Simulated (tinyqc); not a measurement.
## Transfer-length model of a contact: effect of the sheet resistance

A metal contact of length d and width W on a thin layer of the same width. The metal has no resistance, the sheet resistance under it equals Rsh, and current enters the layer at the front edge x = 0.

Transfer length Lt = sqrt(rc/Rsh); front resistance Rc = (Rsh Lt/W) coth(d/Lt); end resistance Re = (Rsh Lt/W)/sinh(d/Lt).

Parameters, values chosen for the exercise:

| symbol | value | unit | meaning |
|---|---|---|---|
| rc | 2.5e-7 | ohm cm^2 | specific contact resistivity |
| d | 0.45 | um | contact length |
| W | 120 | um | contact width |

Effect of the sheet resistance:

| Rsh (ohm/sq) | Lt (um) | d/Lt | Rc W (ohm um) | Re W (ohm um) |
|---|---|---|---|---|
| 1.6 | 3.953 | 0.1138 | 55.80 | 55.44 |
| 4.3 | 2.411 | 0.1866 | 56.20 | 55.23 |
| 11 | 1.508 | 0.2985 | 57.20 | 54.74 |
| 29 | 0.9285 | 0.4847 | 59.84 | 53.44 |
| 76 | 0.5735 | 0.7846 | 66.51 | 50.24 |
| 200 | 0.3536 | 1.273 | 82.75 | 42.98 |
| 520 | 0.2193 | 2.052 | 117.8 | 29.78 |
| 1300 | 0.1387 | 3.245 | 180.8 | 14.07 |

Rc W rises from 55.8 to 181 ohm um while Re W falls from 55.4 to 14.1 ohm um; for Rsh going to zero both tend to rc/d = 55.6 ohm um. A larger Rsh shortens Lt and crowds the current to the front edge.

Computed by the program tinyqc: `OMP_NUM_THREADS=1 python tinyqc.py 2760025 2760026 out.jsonl`, one thread of a shared Intel Xeon 2.30GHz, about 0.01 s for the whole run.
